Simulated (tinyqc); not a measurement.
# Worked calculation: undoped gate-all-around wire MOSFET, analytic charge model

Numbers from tinyqc (`OMP_NUM_THREADS=1 python tinyqc.py 2460042 2460043 out.jsonl`; about 0.02 s on one thread of a shared Intel Xeon 2.30GHz). Printed values are rounded.

An undoped round wire of radius R under an insulator shell and a surrounding gate; long channel, electrons only, n = ni exp((psi - V)/Vt) with V the quasi-Fermi potential (0 at the source, Vd at the drain), constant mobility, no quantisation. The radial Poisson equation gives n(r) = n(0)/(1 - (1 - b) r^2/R^2)^2 with b = Q0/(Q + Q0). Q is the electron charge per area of the wire surface.

Parameters, values chosen for the exercise; material values close to those of silicon:
- T = 293 K (temperature)
- Eg = 1.11 eV (band gap)
- eps_r = 11.6 (relative permittivity of the semiconductor)
- Nc = 2.7e19 cm^-3 (conduction-band density of states at T)
- Nv = 2.58e19 cm^-3 (valence-band density of states at T)
- eox = 8.91 (relative permittivity of the gate insulator)
- tox = 3.9 nm (insulator thickness)
- R = 8 nm (wire radius)
- dphi = 0.12 V (gate work function less that of the intrinsic body)
- mu = 160 cm^2/(V s) (channel mobility)
- L = 2 um (gate length)
- Vg = 0.88 V (gate voltage)
- Vd = 0.05 V (drain voltage)

Constants: q = 1.602176634e-19 C, kB = 1.380649e-23 J/K, Vt = kB T/q, eps0 = 8.8541878128e-14 F/cm where lengths are in cm. Results are converted to the units shown.

Range of the model: The surface density at the source passes 0.3 Nc, where Boltzmann statistics fail.

## Constants of the wire

ni = sqrt(Nc Nv) exp(-Eg/(2 Vt)), Eg in volts; Cox = eps0 eox/(R ln(1 + tox/R)); Q0 = 4 eps0 eps_r Vt/R; V0 = dphi + Vt ln[8 eps0 eps_r Vt/(q ni R^2)].

ni = 7.50161e9 cm^-3
Cox = 2.48336 uF/cm^2
Q0 = 129.663 nC/cm^2
V0 = 0.610151 V

## Iteration 1: charge at the source by Newton steps in y = ln(Q/Q0)

y at the start = 1

With V = 0 and Q = Q0 exp(y): f = Q/Cox + Vt y + Vt ln(1 + Q/Q0) - (Vg - V0); df/dy = Q/Cox + Vt (1 + Q/(Q + Q0)); y(new) = y - f/(df/dy).

Q = 352.462 nC/cm^2
f = -0.0695129 V
df/dy = 0.185636 V
y after iteration 1 = 1.37446

## Iteration 2: charge at the source by Newton steps in y = ln(Q/Q0)

As before.

Q = 512.550 nC/cm^2
f = 0.0116455 V
df/dy = 0.251794 V
y after iteration 2 = 1.32821

## Course of the iteration: charge at the source by Newton steps in y = ln(Q/Q0)

Stop when y changes by less than 1e-11, or after 60 iterations.

Course of the iteration:
```
iteration	y	|change|
1	1.37446	0.374
2	1.32821	0.0463
3	1.32729	9.15e-4
4	1.32729	3.48e-7
5	1.32729	5.06e-14
```

Converged in 5 iterations. At the end the number of correct digits about doubles with each step.

## Drain current and line charge

Qs = 488.937 nC/cm^2
Qd = 389.900 nC/cm^2

Q solves Vg - V0 - V = Q/Cox + Vt ln(Q/Q0) + Vt ln(1 + Q/Q0). I = mu (2 pi R/L)[2 Vt (Qs - Qd) + (Qs^2 - Qd^2)/(2 Cox) + Vt Q0 ln((Qd + Q0)/(Qs + Q0))], with Qs at V = 0 and Qd at V = Vd. Electrons per length at the source: 2 pi R Qs/q; surface over centre density: (1 + Qs/Q0)^2.

first term = 0.0201106 uA
second term = 0.0704682 uA
third term = -0.00229688 uA
I = 0.0882819 uA
electrons per length = 1.53395 1/nm
surface over centre density = 22.7607

The square-law term makes up 79.8 % of the current.
